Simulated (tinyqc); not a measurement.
Worked calculation: configuration-coordinate model of a defect: Huang-Rhys factor and luminescence line shape. Computed by tinyqc, a small Python program that keeps every step. Command: `OMP_NUM_THREADS=1 python tinyqc.py 3013392 3013393 out.jsonl ccline walk`. One thread of a shared host (Intel(R) Xeon(R) Processor @ 2.30GHz), about 0.02 s of CPU time with the checks. Intermediate numbers are printed to about 6 digits and carried at full precision; extremes and crossings named in words are read from the listed rows.

Ground state E_g(Q) = (1/2) omega_g^2 Q^2; excited state E_e(Q) = E_0 + (1/2) omega_e^2 (Q - dQ)^2 with omega_e = omega_g and E_0 = E_ZPL. Q is mass-weighted; the dipole does not depend on Q (Condon approximation).

Inputs (values chosen for the exercise, for a model defect in a wide-gap host):
```
quantity                          value              unit
zero-phonon energy E_ZPL           1.53                eV
displacement dQ                    1.14  u^(1/2) angstrom
ground-state phonon hbar omega_g   54.5               meV
temperature T                        20                 K
refractive index n_r               1.94                 -
transition dipole mu                  2        e angstrom
quenching prefactor nu_0          2e+12               1/s
```

Modes: equal frequencies in both states.

Constants: hbar^2/u = 4.18015928e-03 eV angstrom^2; k_B = 8.617333262e-05 eV/K; hbar = 6.582119569e-16 eV s; e = 1.602176634e-19 C; eps_0 = 8.8541878128e-12 F/m; hbar = 1.054571817e-34 J s; c = 299792458 m/s.

## Huang-Rhys factors and vertical energies

S = hbar omega dQ^2/(2 hbar^2/u) for each state; relaxation energy S hbar omega; absorption at E_0 + S_e hbar omega_e, emission at E_0 - S_g hbar omega_g; the Stokes shift is their difference.

S_g = 8.47195

S_e = 8.47195

relaxation energy, ground state = 0.461721 eV

relaxation energy, excited state = 0.461721 eV

vertical absorption energy = 1.99172 eV

vertical emission energy = 1.06828 eV

Stokes shift = 0.923443 eV

The coupling is strong: a broad band, with almost no zero-phonon line.

## Emission lines at zero temperature

From the lowest excited level the line to ground level n lies at E_ZPL - n hbar omega_g with Franck-Condon weight exp(-S) S^n/n!; the emitted intensity carries a further factor E^3. S = S_g; up to eleven lines, of positive energy only, from n = max(0, integer part of S - 5).

Lines:
```
n   energy (eV)    weight  intensity / largest
3        1.3665  0.021207              0.27465
4        1.3120  0.044916              0.51485
5        1.2575  0.076105              0.76809
6        1.2030  0.107460              0.94955
7        1.1485  0.130056              1.00000
8        1.0940  0.137729              0.91528
9        1.0395  0.129648              0.73912
10       0.9850  0.109837              0.53276
11       0.9305  0.084594              0.34591
12       0.8760  0.059723              0.20377
13       0.8215  0.038921              0.10952
```

The weight peaks at n = 8 and the intensity at n = 7.

## Band at temperature T

Overlaps <m_e|n_g> of harmonic-oscillator functions (Hermite recursion, positive leading coefficients) by a sum over an even grid (700 points from x = -9 to 9 + d for the small table, 1500 points from -16 to 16 + d for the thermal sums), with x = Q sqrt(omega_g/hbar), d = sqrt(2 S_g) and frequency ratio omega_e/omega_g. Initial levels m = 0..24 carry Boltzmann weights exp(-m hbar omega_e/k_B T), normalised; final levels n = 0..79; a line lies at E_ZPL + m hbar omega_e - n hbar omega_g with weight w_m <m|n>^2. Moments are taken over these weights without the E^3 factor; FWHM = 2 sqrt(2 ln 2) x standard deviation; the zero-phonon weight is the sum of w_m <m|m>^2.

mean emission energy = 1.06828 eV

FWHM from the second moment = 0.373548 eV

zero-phonon weight = 2.09256e-04

skewness = -0.343565

## Crossing, radiative lifetime and thermal quenching

The curves cross at the root Q_c nearest dQ; the barrier is (1/2) omega_e^2 (Q_c - dQ)^2, with (1/2) omega^2 = (hbar omega)^2/(2 hbar^2/u). k_r = n_r omega^3 mu^2/(3 pi eps_0 hbar c^3) at the vertical emission energy, without local-field correction; k_nr = nu_0 exp(-barrier/k_B T) (Mott-Seitz); yield = k_r/(k_r + k_nr); T_1/2 = barrier/(k_B ln(nu_0/k_r)).

Q_c = 2.45880 u^(1/2) angstrom

classical barrier = 0.617916 eV

radiative lifetime = 27.8432 ns

luminescence yield = 1

quenching temperature T_1/2 = 656.200 K

At 20.0 K the centre is bright; tunnelling, left out here, starts the quenching earlier. Caution: the band is wide against its energy, so the E^3 factor left out of the moments shifts the observed peak up.

## Width and zero-phonon weight against temperature

For comparison: FWHM(0) sqrt(coth(hbar omega_e/2 k_B T)) with FWHM(0) from the first row, and exp(-S_g coth(hbar omega_e/2 k_B T)).

Against temperature:
```
T (K)  mean energy (eV)  FWHM (eV)  coth law (eV)  zero-phonon weight  exp(-S coth)
32              1.06828   0.373548       0.373548           0.0002093   2.09256e-04
95              1.06828   0.374028       0.374028           0.0002241   2.04745e-04
190             1.06828   0.387185       0.387185           0.0007116   1.11464e-04
320             1.06828   0.429452       0.429452           0.0031150   1.37083e-05
510             1.06828   0.503161       0.503161           0.0088268   2.11057e-07
760             1.06828   0.595394       0.595394           0.0158840   4.49507e-10
1100            1.06828   0.706176       0.706179           0.0221747   7.08972e-14
```

The width grows by a factor 1.89, flat while k_B T is well below hbar omega and as sqrt(T) above; for equal frequencies the coth law is exact. The mean energy stays fixed, as it must for equal frequencies. The zero-phonon weight goes from 2.09e-4 to 0.0222; the single exponential assumes equal frequencies, leaves out lines that absorb and emit the same number of phonons, and falls to 7.09e-14. The rise of the weight is a feature of one sharp mode; with a spread of mode energies those lines leave the zero-phonon energy and the weight falls.

Checks made by the program: grid overlaps at equal frequencies against the Poisson weights (relative difference below 1e-10); width at T against the coth law (relative difference below 1e-10).
